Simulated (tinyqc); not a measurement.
Free-carrier optics of a doped semiconductor (Drude model with one polar phonon), step by step. Values are carried at full precision from step to step, so a last printed digit may differ when a step is redone from the rounded ones.

eps(E) = ei [1 - Ep^2/(E^2 + i E Gam)] + (es - ei) wT^2/(wT^2 - E^2 - i E gT), with Ep^2 = 8 pi c (e^2/(4 pi eps0)) N/(m ei), c = hbar^2/2m0, N in 1/angstrom^3 (1e-24 per 1/cm^3); Gam = hbar/tau, tau = mu m m0/e with m0/e = 5.685630e-12 kg/C and mu in m^2/(V s). Energies in meV.

Constants: hbar^2/2m0 = 3.80998211 eV angstrom^2; e^2/(4 pi eps0) = 14.39964547 eV angstrom; hbar = 6.58211957e-16 eV s; hbar c = 1973.269805 eV angstrom.

Parameters, chosen for this exercise (mass and dielectric values near those of InAs; N and mu are free inputs; interband absorption and the rise of the mass with filling are left out; not measured data):
```
symbol  value    unit        meaning
N       2.2e+16  1/cm^3      carrier density
m       0.0264   m0          conductivity mass
mu      33000    cm^2/(V s)  mobility
ei      12.06                high-frequency dielectric constant
wT      26.5     meV         TO phonon
es      14.87                static dielectric constant
gT      0.3      meV         phonon damping
E       25.8     meV         photon energy
```

## Plasma energy and damping

Evaluate Ep, tau, Gam, the plasma wavelength hc/Ep (hc = 1239.841984 eV nm) and the dc resistivity 1/(e N mu), e = 1.602176634e-19 C.

Ep = 9.76 meV
tau = 495.33 fs
Gam = 1.33 meV
plasma wavelength = 127.02 micrometre
rho = 0.00860 ohm cm

Ep/Gam = 7.35: the plasma edge is sharp.

## Dielectric function at one energy

Insert the numbers.

free-carrier term = -1.7216+0.0887i
eps = 61.9334+10.9968i

## Optical constants

n + i k = sqrt(eps1 + i eps2) with k >= 0; R = ((n - 1)^2 + k^2)/((n + 1)^2 + k^2) at normal incidence from vacuum; alpha = 2 E k/(hbar c), times 1e8 for 1/cm; loss function Im(-1/eps) = eps2/(eps1^2 + eps2^2).

Convert eps at the photon energy E (in meV) into the optical constants.

n = 7.9005
k = 0.6960
R = 0.6035
alpha = 1.82e+03 1/cm

Light of this energy penetrates 1/alpha = 5.49 micrometre.

## Coupled plasmon-phonon modes

Without damping eps = 0 gives E^4 - (wL^2 + Ep^2) E^2 + Ep^2 wT^2 = 0 with wL = wT sqrt(es/ei) (Lyddane-Sachs-Teller).

wL = 29.43 meV

L-, L+ (meV): 8.69  29.76

L+ lies 0.33 meV above the larger of wL and Ep; L- lies below wT by 17.81 meV.

## Checks

- Integral of E eps2 of the free-carrier term against (pi/2) ei Ep^2 (meV^2): both 1804.9.

Computed by tinyqc, a small Python program: `OMP_NUM_THREADS=1 python tinyqc.py 1682440 1682441 out.jsonl` (the numbers bound the seed that draws the inputs); one thread of a shared host (Intel(R) Xeon(R) Processor @ 2.30GHz), about 0.01 s for the whole set of steps.
